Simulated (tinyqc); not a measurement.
Changing the electron density n: decay of LO phonons and the hot-phonon bottleneck in the cooling of electrons. Computed by tinyqc, a small Python program. Command: `OMP_NUM_THREADS=1 python tinyqc.py 3005378 3005379 out.jsonl hotphonon sweep`. One thread of a shared host (Intel(R) Xeon(R) Processor @ 2.30GHz), about 0.01 s of CPU time with the checks.

n(E, T) = 1/(exp(E/(k_B T)) - 1) is the Bose occupation. Electrons have a temperature T_e; the LO modes within their reach share one occupation N; the decay products stay at the lattice temperature.

Inputs (values chosen for the exercise, modelled on silicon carbide):
```
quantity,value,unit
LO energy hbar omega,119,meV
"lifetime at T = 0, tau_0",4.7,ps
share f of the energy in the softer product,0.4,-
lattice temperature T,250,K
electron mass m*,0.353,m_0
eps_inf,6.38,-
static dielectric constant eps_s,9.62,-
"density of LO modes that the electrons reach, N_m",3.6e+19,1/cm^3
power supplied per electron P,0.39,nW
```

Decay channel: two unequal phonons (Ridley).

Constants: k_B = 8.617333262e-05 eV/K; c = 299792458 m/s; e^2/(4 pi eps_0) = 14.39964548 eV angstrom; hbar^2/(2 m_0) = 3.80998212 eV angstrom^2; hbar = 6.582119569e-16 eV s; e = 1.602176634e-19 C.

Method:
- Decay rate 1/tau = (1/tau_0) [1 + n(f hbar omega) + n((1 - f) hbar omega)].
- Full width Gamma = 1/(2 pi c tau) in 1/cm, c in cm/s.
- Froehlich coupling alpha = (e^2/(4 pi eps_0)) (1/eps_inf - 1/eps_s) k_0/(2 hbar omega), k_0 = sqrt(m* hbar omega/(hbar^2/(2 m_0))); emission time tau_sp = hbar/(2 alpha hbar omega); bottleneck ratio r = (n/N_m) tau/tau_sp.
- Net emission per electron: [(N + 1) x - N]/tau_sp with x = exp(-hbar omega/(k_B T_e)), a simple two-level balance; steady state of the modes: n [(N + 1) x - N]/tau_sp = N_m (N - N_0)/tau; power per electron P = hbar omega [(N + 1) x - N]/tau_sp.
- With p = P tau_sp/(hbar omega): N = N_0 + r p and x = (p + N)/(N + 1); without hot phonons N = N_0. The mode temperature T_LO solves n(hbar omega, T_LO) = N.

One run for each value:
```
electron density n (1/cm^3),electron temperature T_e (K),mode temperature T_LO (K),T_e without hot phonons (K),bottleneck ratio r
1.00e+16,252.13,250.26,251.88,1.3636e-01
3.00e+16,252.63,250.77,251.88,4.0908e-01
1.00e+17,254.36,252.54,251.88,1.3636e+00
3.00e+17,259.08,257.37,251.88,4.0908e+00
1.00e+18,273.67,272.25,251.88,1.3636e+01
3.00e+18,305.94,304.90,251.88,4.0908e+01
1.00e+19,380.21,379.56,251.88,1.3636e+02
3.00e+19,514.26,513.82,251.88,4.0908e+02
1.00e+20,830.95,830.59,251.88,1.3636e+03
```

Over the rows, electron temperature T_e (K) rises from 252 to 831 (exponent d ln y / d ln x 0.0018 between the first rows and 0.40 between the last); mode temperature T_LO (K) rises from 250 to 831 (exponent d ln y / d ln x 0.0019 between the first rows and 0.40 between the last); T_e without hot phonons (K) does not change. The exponent of T_e without hot phonons stays at 0: without hot phonons each electron cools on its own. The exponent of bottleneck ratio r stays at 1: r is proportional to n. Hot phonons add under 5 % to T_e up to n = 3e17 per cm^3 among these rows (r = 4.1); at high n T_LO closes in on T_e.

Caution (rows 3.00e19, 1.00e20): the electrons are degenerate; Pauli blocking and the Fermi energy, left out here, matter.
